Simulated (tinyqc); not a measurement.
Worked calculation (part 2 of 2): coupled-perturbed Hartree-Fock on RHF in the 6-311g basis, for HeH+, spin multiplicity 1. The polarisability along this axis is zero because the basis has no function that the field can mix in; the real value is not. Computed by tinyqc, a small Python program that keeps every step (integrals from PySCF). Command: `OMP_NUM_THREADS=1 python tinyqc.py 26940 26941 out.jsonl` (the two numbers bound the seeds that draw the settings). One thread of a shared host (Intel(R) Xeon(R) Processor @ 2.60GHz), about 0.3 s of CPU time with the checks.

Geometry (angstrom):
```
atom       x       y       z
He    0.0000  0.0000  0.0000
H     0.0000  0.0000  1.1100
```

## Response to a field: uncoupled start

orbital energies (hartree): MO1 -1.4283, MO2 -0.3944, MO3 0.0222, MO4 0.5399, MO5 1.9616, MO6 5.9267

dipole integrals <a|y|i> (bohr):
```
        i1
a2  0.0000
a3  0.0000
a4  0.0000
a5  0.0000
a6  0.0000
```

Field along y; U_ai = -mu_ai / (e_a - e_i), alpha = -4 sum U_ai mu_ai.

uncoupled U:
```
        i1
a2  0.0000
a3  0.0000
a4  0.0000
a5  0.0000
a6  0.0000
```

uncoupled polarisability = 0.0000 bohr^3

## Coupled step 1

Given earlier and not repeated: Two-electron integrals over orbitals (pq|rs).

U_ai = -(mu_ai + sum_bj [4 (ai|bj) - (ab|ij) - (aj|bi)] U_bj) / (e_a - e_i); alpha = -4 sum U_ai mu_ai.

U after step 1:
```
        i1
a2  0.0000
a3  0.0000
a4  0.0000
a5  0.0000
a6  0.0000
```

polarisability = 0.0000 bohr^3

## Coupled polarisability

Repeat until U stops changing; compare with -d2E/dF2.

Course of the coupled iterations:
```
step  alpha (bohr^3)
0             0.0000
1             0.0000
```

coupled polarisability = 0.0000 bohr^3

finite-field check, fields of +/-0.001 au = 0.0000 bohr^3
